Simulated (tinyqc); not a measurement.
# Worked calculation: energy and delay of logic against supply voltage

Computed by the program tinyqc: `OMP_NUM_THREADS=1 python tinyqc.py 2082106 2082107 out.jsonl`, one thread of a shared Intel Xeon 2.30GHz, about 0.01 s for the whole run. Printed values are rounded.

One expression serves below and above threshold: I(Vg) = Ik [ln(1 + exp((Vg - VT + dd V)/(al nf Vt)))]^al, with I_on = I(V) and I_off = I(0). Gate delay td = kd C V/I_on, clock period LD td. Per gate and cycle the switching energy is act C V^2 and the leakage energy I_off V LD td. No short-circuit current, no variation. Minima are sought above 0.09 V; below a few Vt gates no longer switch and the model has no meaning.

Values chosen for this exercise; values of the order met in logic technologies:
- T = 300 K (temperature)
- VT = 0.31 V (threshold voltage at zero drain bias)
- nf = 1.38 (slope factor)
- dd = 0.04 (barrier lowering per volt of supply)
- Ik = 0.92 uA (specific current of a gate)
- al = 1.84 (exponent of the current law)
- C = 0.96 fF (load capacitance of a gate)
- kd = 0.7 (delay factor)
- LD = 60 (logic depth)
- act = 0.1 (activity factor)
- V = 0.76 V (supply voltage)

Constants: q = 1.602176634e-19 C, kB = 1.380649e-23 J/K, Vt = kB T/q. Results are converted to the units shown.

## Currents, delay and energies

I_on, I_off, td, clock frequency 1/(LD td), both energies and their sum.

I_on = 35.8408 uA
I_off = 0.358508 nA
td = 14.2497 ps
clock frequency = 1.16962 GHz
switching energy = 55.4496 aJ
leakage energy = 0.232953 aJ
energy = 55.6826 aJ

I_on/I_off = 1.00e5; leakage makes up 0.418 % of the energy.

## Starting value

V = 0.22 V.

V at the start = 0.22 V

## Iteration 1: new V

Minimum-energy supply: E(V) is the energy per gate and cycle; with h = 0.001 V, E' = (E(V + h) - E(V - h))/(2 h), E'' = (E(V - h) - 2 E(V) + E(V + h))/h^2, V(new) = V - E'/E''.

E' = -37.7912 aJ/V
E'' = 1447.93 aJ/V^2
V after iteration 1 = 0.246100 V

## Iteration 2: new V

As before.

E' = -5.13927 aJ/V
E'' = 1065.40 aJ/V^2
V after iteration 2 = 0.250924 V

## Iteration 3: new V

As before.

E' = -0.150880 aJ/V
E'' = 1003.35 aJ/V^2
V after iteration 3 = 0.251074 V

## Course of the iteration

Stop when the step is below 1e-9 V, or after 40 iterations.

Course of the iteration:

| iteration | V before the step (V) | step (V) |
|---|---|---|
| 1 | 0.22 | 0.0261 |
| 2 | 0.246100 | 4.82e-3 |
| 3 | 0.250924 | 1.50e-4 |
| 4 | 0.251074 | 1.40e-7 |
| 5 | 0.251074 | -1.47e-12 |

Converged in 5 iterations. There leakage makes up 34.6 % of the energy and the clock runs at 16.0 MHz.
